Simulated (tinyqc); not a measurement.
Mobility of a non-polar semiconductor in the relaxation-time approximation: one step, computed by the program tinyqc.

Each valley is treated as a sphere of mass m_d for states and rates, with one isotropic relaxation time; the conductivity mass m_c sets the current.

Question. Fermi level and screening. Parabolic band: E = hbar^2 k^2/(2 m), speed v = hbar k/m, states per spin, volume and energy g(E) = m k/(2 pi^2 hbar^2). Here m = m_d. Masses are multiplied by m_0 and all formulas are in SI units. The reduced Fermi level eta = E_F/(k_B T) solves n = 2 Z int g f dE with f = 1/(1 + exp(x - eta)) (Z = 1 unless valleys are given); screening length L_s = sqrt(eps_s eps_0 k_B T/(e^2 dn/deta)), dn/deta = 2 Z int g f (1 - f) dE. Integrals over x = E/(k_B T) use 160 Gauss-Legendre points in u = sqrt(x) from 0 to sqrt(max(eta, 0) + 32).

Inputs (values chosen for the exercise, for a model non-polar semiconductor):
```
quantity,value,unit
equivalent valleys Z,6,-
static permittivity eps_s,12.7,-
carrier density n,8.4e+18,1/cm^3
temperature T,500,K
```

Band: parabolic. Impurity formula: Conwell-Weisskopf. Further scattering: alloy.

density-of-states mass m_d = 0.1102057 m_0

Constants: k_B = 8.617333262e-05 eV/K; m_0 = 9.1093837015e-31 kg; e = 1.602176634e-19 C; hbar = 1.054571817e-34 J s; eps_0 = 8.8541878128e-12 F/m; k_B = 1.380649e-23 J/K.

Give: reduced Fermi level eta; screening length L_s.

Answer.

reduced Fermi level eta = -0.096153

screening length L_s = 2.1177 nm

The gas is between the classical and degenerate limits.
